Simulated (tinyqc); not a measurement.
Comparisons within one model: localisation in a chain with random site energies (transfer matrices). A value that a table varies takes the place of the one given here.

Hopping -t; leads with site energy 0, E = -2t cos(ka). psi_(j+1) = ((e_j - E)/t) psi_j - psi_(j-1), a product of matrices M_j = [[(e_j - E)/t, -1], [1, 0]]. For M = M_N ... M_1 the transmission is T = 4 sin^2(ka)/|M21 - M12 + M22 exp(ika) - M11 exp(-ika)|^2. Long samples draw e_j = W (x_j/2147483647 - 1/2) from x_j = 16807 x_(j-1) mod 2147483647, starting at x0. The localisation length xi, in sites, is defined by ln T = -2N/xi on average; weak disorder gives xi = 24 (4t^2 - E^2)/W^2, and the mean free path for backscattering is xi/2.

Numerical xi = N/ln sqrt(psi_(N+1)^2 + psi_N^2) for N = 20000 sites from psi_1 = 1, psi_0 = 0; its statistical error is about xi sqrt(xi/N).

Values chosen for the exercise:
- t = 0.74 eV (hopping)
- E = -0.34 eV (energy)
- x0 = 5192 (start of the number sequence)
- W = 0.98 eV (full width of the disorder)

## Localisation length against disorder

The same number sequence scaled by W.

xi (sites):

| W/t | W (eV) | numerical | error | weak disorder | strong: 1/(ln(W/2t) - 1) |
|---|---|---|---|---|---|
| 1.0 | 0.740 | 102.510 | 7.339 | 90.934 | - |
| 1.5 | 1.110 | 39.454 | 1.752 | 40.415 | - |
| 2.0 | 1.480 | 22.486 | 0.754 | 22.733 | - |
| 3.0 | 2.220 | 10.391 | 0.237 | 10.104 | - |
| 4.0 | 2.960 | 5.814 | 0.099 | 5.683 | - |
| 6.0 | 4.440 | 2.862 | 0.034 | 2.526 | - |
| 10.0 | 7.400 | 1.413 | 0.012 | 0.909 | 1.641 |
| 16.0 | 11.840 | 0.897 | 0.006 | 0.355 | 0.926 |

How do the results move?

At W = t the numerical value is 102.5 +/- 7.3 against 90.9, and at 2t 22.49 +/- 0.75 against 22.73. The weak-disorder formula is within 15 % for W/t = 1, 1.5, 2, 3, 4 and 6; at W = 16t it gives 0.36 and the strong-disorder form 0.93, against 0.90. All states of the chain are localised; disorder only sets the length.

## From ballistic to localised

200 samples of each length, cut one after another from the start of the sequence. Typical T = exp(mean ln T). Ohmic: 1/(1 + 2N/xi); localised: exp(-2N/xi), both with the weak-disorder xi.

Transmission:

| N | mean T | typical T | spread of ln T | ohmic | localised |
|---|---|---|---|---|---|
| 2 | 0.930 | 0.927 | 0.080 | 0.928 | 0.926 |
| 5 | 0.826 | 0.811 | 0.206 | 0.838 | 0.825 |
| 10 | 0.700 | 0.655 | 0.404 | 0.722 | 0.680 |
| 20 | 0.541 | 0.470 | 0.587 | 0.564 | 0.462 |
| 40 | 0.328 | 0.207 | 1.104 | 0.393 | 0.214 |
| 80 | 0.156 | 0.0469 | 1.808 | 0.245 | 0.0457 |

What can be read from the table?

With xi = 51.8 sites, mean and typical T are 0.826 and 0.811 at N = 5, and 0.156 and 0.0469 at N = 80, where ln T scatters by 1.8. The slope of ln(typical T) between 40 and 80 sites gives xi = 53.9, uncertain by about 10 % from the scatter of 200 samples. At N = 80 the ohmic law gives 5.21 times the typical value: a single channel has no ohmic range beyond a mean free path, and the mean is carried by rare resonant samples.

## What each parameter does

Numerical and weak-disorder xi. Each row changes one parameter from the base and keeps the others.

Results:

| case | numerical xi (sites) | weak-disorder xi (sites) |
|---|---|---|
| base | 53.65 | 51.85 |
| t = 0.851 eV | 72.67 | 69.50 |
| E = -0.24 eV | 50.54 | 53.30 |
| W = 1.176 eV | 34.88 | 36.01 |
| x0 = 5193 | 47.49 | 51.85 |

What does this show?

The largest shifts from the base row, up to three for each result and ties (the steps differ in size, so this ranks the rows, not the parameters). numerical xi (sites): t +19.02, W -18.77, x0 -6.16. weak-disorder xi (sites): t +17.65, W -15.84, E +1.45; unchanged at the printed digits by x0. A new x0 is another sample of the same disorder; its shift is one draw of the statistical scatter, about xi sqrt(xi/N); the other rows share one sample, so their errors are correlated.

(tinyqc, `OMP_NUM_THREADS=1 python tinyqc.py 1452407 1452408 out.jsonl`, Intel(R) Xeon(R) Processor @ 2.30GHz, 1 thread, shared host, about 0.04 s.)
